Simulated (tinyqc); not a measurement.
From results back to parameters: heavy doping: gap narrowing, degeneracy and the minority density. Two cases, with inputs chosen for the exercise.

Problem. Narrowing at two dopings was computed from hidden E0 and N0, with N0 below Na.

Empirical narrowing (Slotboom form, constants chosen for the exercise; published fits of this form give the apparent narrowing, here it is taken as the true one): dEg = E0 [ln(N/N0) + sqrt(ln(N/N0)^2 + C)].

Find: N0; E0.

Method. The ratio dEg(Nb)/dEg(Na) depends on N0 alone and rises steadily with it; solve for ln N0 by bisection, then E0 from either value.

Case 1.

Values chosen (out of a larger set: gap and densities of states near those of Si at this temperature; narrowing constants near the fits for Si; not measured data): C = 0.5 (smoothing constant); Na = 1.5e+18 1/cm^3; Nb = 4.5e+19 1/cm^3.

dEg(Na) = 29.0216 meV
dEg(Nb) = 70.5396 meV

Solution.

N0 = 1.5e+17 1/cm^3
E0 = 6.16 meV

Case 2.

Values chosen (out of a larger set: gap and densities of states near those of Ge at this temperature; narrowing constants of the size fitted for Si, not for this material; not measured data): C = 0.5 (smoothing constant); Na = 9.8e+17 1/cm^3; Nb = 2.9e+19 1/cm^3.

dEg(Na) = 47.7254 meV
dEg(Nb) = 115.7245 meV

Solution.

N0 = 9.8e+16 1/cm^3
E0 = 10.13 meV

Computed by tinyqc, one run a case: `OMP_NUM_THREADS=1 python tinyqc.py N N+1 out.jsonl` with N = 1652137, 1652182; one thread of a shared Intel(R) Xeon(R) Processor @ 2.30GHz, about 0.01 s a run at most.
